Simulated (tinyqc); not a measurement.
Equation-of-state fits to an energy-volume table made by a known binding curve. Inputs raised by 5 %, one at a time. Computed by tinyqc, a small Python program. Command: `OMP_NUM_THREADS=1 python tinyqc.py 3021259 3021260 out.jsonl eosfit sens`. One thread of a shared host (Intel(R) Xeon(R) Processor @ 2.30GHz), about 0.07 s of CPU time with the checks.

With x = (V/V_0)^(1/3), the energy per atom is E = D [m x^-n - n x^-m]/(n - m), so that B0 = D n m/(9 V_0) and B' = (n + m + 6)/3. B' = dB/dP at P = 0.

Inputs (values chosen for the exercise, for a model crystal): cohesive energy D = 2.69 eV/atom; true volume V_0 = 31.7 angstrom^3/atom; repulsive exponent n = 7; attractive exponent m = 4; half-width of the volume window w = 0.04; shift of the window centre s = -0.027; points N = 7; compression V/V_0 for the pressure test = 0.75.

Binding curve: Mie. Noise: none.

Constants: 1 eV/angstrom^3 = 160.2176634 GPa.

Method:
- B0 and B' from the formulas above; P = -dE/dV at V = c V_0 (c the compression chosen), from the curve itself.
- Table: V_j = V_0 [1 + s + w (2 j/(N - 1) - 1)], j = 0..N-1, rounded to 0.001; E_j from the curve, rounded to 1e-7 eV.
- Third-order Birch-Murnaghan is a cubic in u = V^(-2/3): fit it by linear least squares, find the minimum, and take B0 = V E''(V), B' = -1 - V E'''/E'' there.

Runs:
```
input moved                              from      to  exact B0 (GPa)  exact B'  exact pressure at c V_0 (GPa)  fitted B0 (GPa)
base run                                    -       -          42.298    5.6667                         27.588           42.291
cohesive energy D (eV/atom)              2.69  2.8245          44.413    5.6667                         28.967           44.407
true volume V_0 (angstrom^3/atom)        31.7  33.285          40.284    5.6667                         26.274           40.278
repulsive exponent n                        7    7.35          44.413    5.7833                         29.483           44.403
attractive exponent m                       4     4.2          44.413    5.7333                         29.234           44.405
half-width of the volume window w        0.04   0.042          42.298    5.6667                         27.588           42.292
compression V/V_0 for the pressure test  0.75  0.7875          42.298    5.6667                         19.930           42.291
```

Exponents ln(y'/y) / ln(x'/x):
```
input                                    exact B0  exact B'  exact pressure at c V_0  fitted B0
cohesive energy D                               1     0.000                    1.000      1.000
true volume V_0                                -1     0.000                   -1.000     -1.000
repulsive exponent n                            1     0.418                    1.361      0.999
attractive exponent m                           1     0.240                    1.187      1.000
half-width of the volume window w               0     0.000                    0.000      0.000
compression V/V_0 for the pressure test         0     0.000                   -6.664      0.000
```

Which inputs matter most for each result?

Among the inputs moved here: exact B0 answers most in size to cohesive energy D (exponent +1.000), and about equally to true volume V_0 (-1.000), repulsive exponent n (+1.000), attractive exponent m (+1.000); its exponent is below 0.0005 for half-width of the volume window w, compression V/V_0 for the pressure test. Its exponent +1.000 in cohesive energy D: B0 scales with the binding energy. Its exponent -1.000 in true volume V_0: B0 is an energy per volume. Exact B' answers most in size to repulsive exponent n (exponent +0.418), next to attractive exponent m (+0.240); its exponent is below 0.0005 for cohesive energy D, true volume V_0, half-width of the volume window w, compression V/V_0 for the pressure test. Exact pressure at c V_0 answers most in size to compression V/V_0 for the pressure test (exponent -6.664), next to repulsive exponent n (+1.361); its exponent is below 0.0005 for half-width of the volume window w. Fitted B0 answers most in size to cohesive energy D (exponent +1.000), and about equally to true volume V_0 (-1.000), attractive exponent m (+1.000), repulsive exponent n (+0.999); its exponent is below 0.0005 for half-width of the volume window w, compression V/V_0 for the pressure test.
